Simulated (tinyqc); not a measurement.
CIS and TDHF on RHF in the sto-3g basis, for H4, spin multiplicity 1, step by step. One step of it, computed by the program tinyqc.

Problem. Integrals over molecular orbitals. (pq|rs) = sum C_ip C_jq C_kr C_ls (ij|kl), one index at a time.

coefficients C:
```
            MO1        MO2        MO3        MO4
1H 1s  0.256619   0.524449   0.881549   0.858052
2H 1s  0.398328   0.398069  -0.636340  -1.469105
3H 1s  0.398977  -0.397335  -0.635200   1.470884
4H 1s  0.257296  -0.523951   0.881215  -0.860230
```

core Hamiltonian H = T + V (hartree):
```
           1H 1s      2H 1s      3H 1s      4H 1s
1H 1s  -1.657199  -1.383204  -0.520732  -0.153842
2H 1s  -1.383204  -2.024099  -1.366375  -0.521553
3H 1s  -0.520732  -1.366375  -2.024529  -1.384867
4H 1s  -0.153842  -0.521553  -1.384867  -1.658028
```

Two-electron integrals (ij|kl) in chemists' order, unique and non-zero (hartree):
```
(11|11) 0.774606   (21|11) 0.431558   (21|21) 0.282591   (22|11) 0.561376
(22|21) 0.431558   (22|22) 0.774606   (31|11) 0.113764   (31|21) 0.081010
(31|22) 0.137266   (31|31) 0.026544   (32|11) 0.249607   (32|21) 0.200611
(32|22) 0.385516   (32|31) 0.074385   (32|32) 0.232167   (33|11) 0.324204
(33|21) 0.265184   (33|22) 0.530567   (33|31) 0.113764   (33|32) 0.385516
(33|33) 0.774606   (41|11) 0.026662   (41|21) 0.019621   (41|22) 0.034401
(41|31) 0.006906   (41|32) 0.020320   (41|33) 0.034395   (41|41) 0.001924
(42|11) 0.074895   (42|21) 0.059585   (42|22) 0.113963   (42|31) 0.023358
(42|32) 0.074511   (42|33) 0.137488   (42|41) 0.006916   (42|42) 0.026628
(43|11) 0.171994   (43|21) 0.136566   (43|22) 0.265535   (43|31) 0.059558
(43|32) 0.200877   (43|33) 0.432121   (43|41) 0.019639   (43|42) 0.081227
(43|43) 0.283233   (44|11) 0.222914   (44|21) 0.171865   (44|22) 0.324390
(44|31) 0.074808   (44|32) 0.249766   (44|33) 0.561749   (44|41) 0.026662
(44|42) 0.113963   (44|43) 0.432121   (44|44) 0.774606
```

Give: one-electron integrals over orbitals h = C^T H C; Two-electron integrals over orbitals.

Solution.

one-electron integrals over orbitals h = C^T H C (hartree):
```
         1        2        3        4
1  -2.0976   0.0001   0.1819  -0.0003
2   0.0001  -1.7541   0.0003   0.1550
3   0.1819   0.0003  -1.2851   0.0000
4  -0.0003   0.1550   0.0000  -0.7043
```

Two-electron integrals over orbitals (pq|rs), unique and non-zero (hartree):
```
(11|11) 0.5437      (21|11) -2.71e-04   (21|21) 0.1641      (22|11) 0.4874
(22|21) 2.17e-04    (22|22) 0.5037      (31|11) -0.0849     (31|21) -1.72e-04
(31|22) 0.0018      (31|31) 0.1074      (32|11) -3.25e-04   (32|21) 0.1007
(32|22) 1.42e-04    (32|31) 8.60e-05    (32|32) 0.1303      (33|11) 0.5015
(33|21) 1.51e-04    (33|22) 0.4960      (33|31) -0.0229     (33|32) 5.85e-05
(33|33) 0.5222      (41|11) 2.10e-04    (41|21) -0.0441     (41|22) -3.25e-05
(41|31) -1.14e-04   (41|32) 0.0457      (41|33) -1.16e-05   (41|41) 0.0909
(42|11) -0.0906     (42|21) -1.29e-04   (42|22) -0.0180     (42|31) 0.0952
(42|32) 1.21e-04    (42|33) -0.0195     (42|41) -9.92e-05   (42|42) 0.1031
(43|11) -2.35e-04   (43|21) 0.1535      (43|22) 2.37e-04    (43|31) -1.55e-04
(43|32) 0.0995      (43|33) 1.80e-04    (43|41) -0.0417     (43|42) -1.37e-04
(43|43) 0.1664      (44|11) 0.5779      (44|21) -2.20e-04   (44|22) 0.5245
(44|31) -0.0922     (44|32) -3.15e-04   (44|33) 0.5476      (44|41) 2.15e-04
(44|42) -0.1046     (44|43) -2.01e-04   (44|44) 0.6573
```
